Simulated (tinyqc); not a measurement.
The integration grid: Kohn-Sham R2SCAN on finer and finer grids in the sto-6g basis, for H2, spin multiplicity 1. Computed by the program tinyqc with PySCF. Command: `OMP_NUM_THREADS=1 python tinyqc.py 112822 112823 out.jsonl`; one thread of a shared host (Intel(R) Xeon(R) Processor @ 2.60GHz), about 2 s.

Geometry (angstrom):
```
atom,x,y,z
H,0.0000,0.0000,0.0000
H,0.0000,0.0000,0.9340
```

Self-consistent on each grid; the net force on the molecule should vanish.

Kohn-Sham energy on Becke grids (radial x angular points per atom):
```
grid,points,residual of the electron count,E (hartree),E - finest (mhartree),largest net force without grid terms (hartree/bohr)
10 x 14,278,1.25e-02,-1.143290,-3.610290,1.67e-16
15 x 26,776,-2.12e-03,-1.140535,-0.854626,1.11e-16
20 x 50,1994,-3.48e-05,-1.139675,0.005310,1.67e-16
30 x 86,5149,-1.59e-05,-1.139674,0.006451,2.22e-16
50 x 194,19383,1.15e-07,-1.139680,-0.000036,2.22e-16
75 x 302,45276,-3.83e-09,-1.139680,0.000000,5.55e-17
120 x 590,141441,-4.99e-11,-1.139680,0.000000,2.22e-16
```

The energy is within 0.1 mhartree of the finest grid first at 20 x 50. The error has both signs, since quadrature is not variational. The net force vanishes by symmetry here, so only the electron count signals a poor grid.
